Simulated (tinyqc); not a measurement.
Ballistic transport through the one-dimensional subbands of a rectangular nanowire or nanosheet channel: one step, computed by the program tinyqc. Command: `OMP_NUM_THREADS=1 python tinyqc.py 3025520 3025521 out.jsonl wire walk`. One thread of a shared host (Intel(R) Xeon(R) Processor @ 2.30GHz), about 0.01 s of CPU time with the checks.

Hard walls, parabolic subbands, transport along x. Energies are counted from the bulk conduction band edge at the top of the barrier, which the gate pulls down by U; the source Fermi level lies at the bulk edge when U = 0.

Problem. Subbands. E_pq = (hbar^2 pi^2/2)(p^2/(m_y b^2) + q^2/(m_z a^2)); m_x = m_y = m_z = m, degeneracy g = 1; the 10 lowest subbands are kept.

Inputs (values chosen for the exercise, modelled on In0.53Ga0.47As): mass m = 0.045 m_0; height a = 7.3 nm; width b = 8.3 nm.

Valleys: single isotropic valley.

Constants: hbar^2/(2 m_0) = 3.80998212 eV angstrom^2; k_B = 8.617333262e-05 eV/K.

Give: Subbands.

Solution.

Subbands:
```
valley axis  p  q  E (meV)  m_x (m_0)
-            1  1      278      0.045
-            2  1      642      0.045
-            1  2      749      0.045
-            2  2     1112      0.045
-            3  1     1248      0.045
-            1  3     1533      0.045
-            3  2     1719      0.045
-            2  3     1896      0.045
-            4  1     2098      0.045
-            3  3     2503      0.045
```

Caution: confinement energies this large call for non-parabolicity and barrier penetration, which lower the subbands and raise the mass.
